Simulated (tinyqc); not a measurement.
Full spectrum, Debye and Einstein heat capacities: Born-von Karman spring model of a cubic crystal with one atom per cell. Computed by tinyqc, a small Python program. Command: `OMP_NUM_THREADS=1 python tinyqc.py 3008341 3008342 out.jsonl springs walk`. One thread of a shared host (Intel(R) Xeon(R) Processor @ 2.30GHz), about 0.2 s of CPU time with the checks.

First neighbours lie at a/2 (1,1,0) (12 of them), second at a (1,0,0) (6), with all permutations and signs; the volume per atom is Omega = a^3/4. Two shells of springs match a real metal only roughly, above all at the zone boundary.

Inputs (values chosen for the exercise, modelled on copper):
```
quantity                 value           unit
lattice constant a        3.61       angstrom
atomic mass M            63.55              u
radial spring k1L         1.82  eV/angstrom^2
transverse spring k1T   -0.082  eV/angstrom^2
radial spring k2L         0.02  eV/angstrom^2
transverse spring k2T  -0.0082  eV/angstrom^2
```

Lattice: fcc.

Constants: 1 eV/angstrom^3 = 160.2176634 GPa; u = 1.6605390666e-27 kg; hbar = 1.054571817e-34 J s; k_B = 1.380649e-23 J/K; nu for 1 eV/(angstrom^2 u) = 15.6333042 THz; h x 1 THz = 4.135667696 meV; k_B = 8.617333262e-05 eV/K.

Method:
- [ij,kl] = (1/(2 Omega)) sum_R K_ij R_k R_l; C11 = [xx,xx], C44 = [xx,yy], C12 = 2 [xy,xy] - C44; B = (C11 + 2 C12)/3; Zener ratio A = 2 C44/(C11 - C12). K(R) = kL n n^T + kT (1 - n n^T).
- rho = M/Omega and v = sqrt(C/rho), with C = C11, C44, C44 along [100]; (C11 + C12 + 2 C44)/2, C44, (C11 - C12)/2 along [110]; (C11 + 2 C12 + 4 C44)/3 and twice (C11 - C12 + C44)/3 along [111].
- Christoffel matrix G_xx = C11 n_x^2 + C44 (1 - n_x^2), G_xy = (C12 + C44) n_x n_y, with eigenvalues rho v^2; v_m^-3 is the mean of v^-3 over three branches and all directions (12 Gauss-Legendre points in cos(theta) times 24 angles phi = (j + 1/2) pi/12); q_D = (6 pi^2/Omega)^(1/3); Theta = hbar v_m q_D/k_B.
- A neighbour at R with unit vector n couples by the matrix K(R) = kL n n^T + kT (1 - n n^T), and D(q) = (1/M) sum_R K(R) [1 - cos(q.R)].
- An eigenvalue lambda of D in eV/(angstrom^2 u) gives nu = 15.6333042 THz x sqrt(lambda).
- Mesh: q = sum_i (m_i + 1/2)/n b_i, m_i = 0..n-1, with b = [[-1, 1, 1], [1, -1, 1], [1, 1, -1]] in 2 pi/a; sums are averages over the n^3 points (here n = 14), per atom.
- With x = h nu/(k_B T) and n = 1/(exp(x) - 1) for each mode: F = k_B T [x/2 + ln(1 - exp(-x))], U = k_B T x (n + 1/2), S/k_B = x n - ln(1 - exp(-x)), C/k_B = x^2 n (n + 1).
- Debye: C = 9 k_B (T/Theta)^3 int_0^(Theta/T) x^4 e^x/(e^x - 1)^2 dx with the elastic Theta. Einstein: three modes at the root-mean-square frequency. The last column is the Theta that makes the Debye formula give the full C at that T.

elastic Debye temperature = 336.075 K

root-mean-square frequency = 5.0500 THz

Heat capacity (k_B/atom):
```
T (K)  full spectrum   Debye  Einstein  Theta from C (K)
40            0.4861  0.3655    0.2586            300.11
60            1.0845  0.9090    0.8931            303.64
84            1.6677  1.5088    1.5644            307.09
120           2.1976  2.0880    2.1588            309.70
170           2.5518  2.4867    2.5396            311.20
250           2.7787  2.7455    2.7757            312.08
340           2.8770  2.8584    2.8761            312.45
500           2.9421  2.9333    2.9419            312.68
```

What does the comparison show, and why?

The apparent Theta runs from 300 to 313 K against the elastic 336 K; at high T it tends to sqrt(5/3) h nu_rms/k_B = 313 K. At the lowest T the Debye value is 0.75 and the Einstein value 0.53 times the full one; dispersion bends the branches below the sound lines, so the real spectrum has more low modes than Debye assumes. At the highest T Debye misses by 0.30 % and Einstein by 0.0069 %.

Extremes, crossings and ranges named in words are read from the listed rows.
